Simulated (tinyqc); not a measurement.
Random alloy fluctuations: inter-valley coupling by envelope functions against a chain of atomic planes.

Chain: E(phi) = e0 + 2 v cos(phi) + 2 u cos(2 phi), cos(phi0) = -v/(4u), e0 = 2u + v^2/(4u); plane j = 0, 1, ... has the potential V_j = dE x_j + F (j - 30) a/4 (1 MV/m = 1e-4 V/angstrom). There are 30 barrier planes a side; with y = j - 29.5, x_j = xb (f(y) + f(Nw - y)), f(y) = 1/(1 + exp(y/L)), plus any Ge added in the well. The valley splitting is the spacing of the two lowest levels. Envelope theory: F_j solves a one-valley chain with hopping -b and diagonal 2b + V_j, b = 4u sin^2(phi0), sum F_j^2 = 1; the valleys couple by Dv = sum_j F_j^2 V_j exp(-2 i phi0 j) and split by 2|Dv|.

Values chosen for the exercise (near those of the Delta valleys of silicon in a SiGe well; not measured data):
```
symbol  value  unit      meaning
a       5.431  angstrom  lattice constant; planes lie a/4 apart
u       0.636  eV        second-neighbour hopping
v       0.697  eV        nearest hopping
Nw      54               planes in the well
L       1      planes    interface width
xb      0.21             Ge fraction of the barriers
dE      0.62   eV        offset per unit Ge fraction
F       5      MV/m      field
x0      3112             start of the number sequence
na      8000             atoms a plane under the dot
```

A uniform fraction x is added on all planes. Each plane j then fluctuates by q sqrt(x_j (1 - x_j)/na) in Ge fraction, q = sqrt12 (z/2147483647 - 1/2) with z(new) = 16807 z mod 2147483647 from x0, restarted for each row; 24 samples. Theory: Dv is a complex Gaussian with sigma^2 = dE^2 sum F_j^4 x_j (1 - x_j)/na, and the mean splitting is sqrt(pi) sigma if the smooth part is negligible.

Splitting (micro-eV):
```
x     sigma  sqrt(pi) sigma  mean of 24  least  largest
0.00   24.3            43.1        50.3    5.2     89.8
0.01  118.5           210.0       226.8   38.3    541.5
0.02  164.9           292.3       314.5   68.3    741.0
0.05  255.1           452.2       484.5   96.3   1125.9
0.10  350.4           621.1       663.6  122.2   1531.0
```

How do the results move, and what explains it?

Without added Ge the disorder sits in the barriers, where the state is small: mean 50.3 micro-eV, against 2.7 for the smooth well. With 5 % Ge in the well the mean is 484, theory 452, with a statistical error of about 11 % for 24 samples; the miss is +7 %, and since every row reuses one sequence the rows with added Ge miss alike. The spread grows with the mean: at 5 % the samples run from 96 to 1126, so small splittings remain possible. sigma falls as 1/sqrt(na) for larger dots. A chain with one orbital a plane has no Bloch-function factor, which scales all these couplings down in fuller models.

Computed by tinyqc, a small Python program: `OMP_NUM_THREADS=1 python tinyqc.py 1481819 1481820 out.jsonl` (the numbers bound the seed that draws the inputs); one thread of a shared host (Intel(R) Xeon(R) Processor @ 2.30GHz), about 0.1 s for the whole set of steps.
